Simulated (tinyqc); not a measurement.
Changing the Stoner parameter I: Stoner model of a band magnet at zero temperature. Computed by tinyqc, a small Python program. Command: `OMP_NUM_THREADS=1 python tinyqc.py 3028913 3028914 out.jsonl stoner sweep`. One thread of a shared host (Intel(R) Xeon(R) Processor @ 2.30GHz), about 0.04 s of CPU time with the checks.

Five orbitals per spin share one band; u = (E - E_bottom)/W runs from 0 to 1, and the states per spin, atom and energy are g = 5 d(u)/W with d = 1 - c cos(4 pi u). N(u) is the integral of d from 0. The moment m = n_up - n_down (electrons per atom) moves the fillings to n +/- m/10; the energy is E(m) = E_band(m) - I m^2/4.

Inputs (values chosen for the exercise, for a model d band):
```
quantity                    value  unit
band width W                  4.1    eV
filling n per spin orbital   0.29     -
depth c of the valley        0.43     -
start moment m0              0.48  mu_B
largest number of steps       600     -
```

Density of states: two peaks.

Method. Solve N(u_F) = n; g_F = 5 d(u_F)/W; the Stoner product is I g_F. Split the bands by Delta = I m, find the common Fermi level that keeps 10 n electrons, and read m(out) = 5 [N(u + Delta/(2W)) - N(u - Delta/(2W))], N clipped to 0 and 1. Start from m0 (at most 0.9 m_max, m_max = 10 min(n, 1 - n)); stop when m changes by less than 1e-8; moments under 1e-5 count as 0.

One run for each value:
```
Stoner parameter I (eV)  moment m (mu_B)  Stoner product I g_F
0.185                                  0                0.3166
0.228                                  0                0.3902
0.271                                  0                0.4638
0.314                                  0                0.5374
0.357                                  0                0.6110
0.399                                  0                0.6829
0.442                                  0                0.7565
0.485                                  0                0.8300
0.528                                  0                0.9036
0.571                                  0                0.9772
```

Describe the trends.

Over the rows, moment m (mu_B) does not change; Stoner product I g_F rises from 0.317 to 0.977 (exponent d ln y / d ln x about 1.0 throughout).

Extremes, crossings and ranges named in words are read from the listed rows.
